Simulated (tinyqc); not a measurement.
Elastic strain and critical thickness of a cubic alloy layer A(1-x)B(x) on a thick substrate: one step, computed by the program tinyqc.

Strain is positive in tension. The layer is coherent with the substrate unless said otherwise.

Task: Symmetric X-ray reflection. Reflection 111: d = a_perp/sqrt(3), with a_perp = a (1 + e_perp) for the coherent layer, a for the relaxed layer and a_S for the substrate; sin(theta) = lambda/(2 d).

Inputs (values chosen for the exercise, modelled on Ge(1-x)Si(x) on Ge): substrate lattice constant a_S = 5.658 angstrom; X-ray wavelength = 1.540593 angstrom.

Growth plane: (111).

free lattice constant a = 5.53769 angstrom

normal strain e_perp = -0.009112375

Give: Bragg angles; peak separation of the coherent layer.

Result:

Bragg angles:
```
crystal,a_perp (angstrom),theta (degrees),from substrate (arcsec)
substrate,5.6580,13.639,0.0
coherent layer,5.4872,14.072,1559.1
relaxed layer,5.5377,13.941,1088.1
```

peak separation of the coherent layer = 1559.1 arcsec

Caution: above about 2 % misfit, linear elasticity is rough and compressed layers tend to form islands before dislocations.
